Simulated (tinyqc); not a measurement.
Kinetics of strain relaxation and threading dislocations in mismatched semiconductor layers. Changing the anneal time t. Computed by tinyqc, a small Python program. Command: `OMP_NUM_THREADS=1 python tinyqc.py 3023432 3023433 out.jsonl threading sweep`. One thread of a shared host (Intel(R) Xeon(R) Processor @ 2.30GHz), about 0.01 s of CPU time with the checks.

60-degree dislocations on {111} planes of a (001) layer, isotropic elasticity. The Schmid factor is 1/sqrt(6), and a misfit segment relieves strain with b/2.

Inputs (values chosen for the exercise, for a model layer):
```
quantity,value,unit
misfit f,0.0105,-
shear modulus G,65.2,GPa
Poisson ratio nu,0.27,-
Burgers vector b,3.88,angstrom
glide activation energy Q,2.08,eV
velocity prefactor v0,33000,m/s per MPa
layer thickness h,66,nm
anneal temperature T,897,K
initial thread density rho_0,5.1e+06,1/cm^2
multiplication constant delta,25000,1/m
```

Sources: fixed density of threads.

Constants: k_B = 8.617333262e-05 eV/K.

Method:
- Excess resolved stress tau = (1/sqrt 6) [2 G (1 + nu)/(1 - nu)] (e - e_eq), e_eq = b (1 - nu/4) [ln(h/b) + 1]/(4 pi (1 + nu) h), the Matthews-Blakeslee strain of an uncapped layer; glide velocity v = v0 tau exp(-Q/(k_B T)), tau in MPa.
- Threads run in two directions, so de/dt = -(b/4) rho v, with rho fixed. With x = e - e_eq, x0 = f - e_eq (fully strained at t = 0) and v = m S x (m the mobility, S x = tau): x = x0 exp(-t/t_r), t_r = 4/(b rho_0 m S).
- The half time is that at which x = x0/2.

One run for each value:
```
anneal time t (s),share of the excess strain relieved (%),strain left e,thread density (1/cm^2)
1.1,3.366,0.010218,5.10e+06
2.0,6.035,0.009994,5.10e+06
3.4,10.042,0.009657,5.10e+06
6.0,17.034,0.009070,5.10e+06
11.0,28.991,0.008067,5.10e+06
19.0,44.642,0.006754,5.10e+06
33.0,64.195,0.005113,5.10e+06
58.0,83.556,0.003488,5.10e+06
100.0,95.551,0.002481,5.10e+06
180.0,99.631,0.002139,5.10e+06
```

Describe and explain the trends.

Over the rows, share of the excess strain relieved (%) rises from 3.37 to 99.6 (exponent d ln y / d ln x 0.98 between the first rows and 0.071 between the last); strain left e falls from 0.0102 to 0.00214 (exponent d ln y / d ln x -0.037 between the first rows and -0.25 between the last); thread density (1/cm^2) does not change. The excess strain decays exponentially.

Caution (rows 2.00, 3.40, 6.00, 11.0, 19.0, 33.0, 58.0, 100, 180): blocking of threads by crossing misfit lines, left out here, leaves real layers with more strain.

Extremes, crossings and ranges named in words are read from the listed rows.
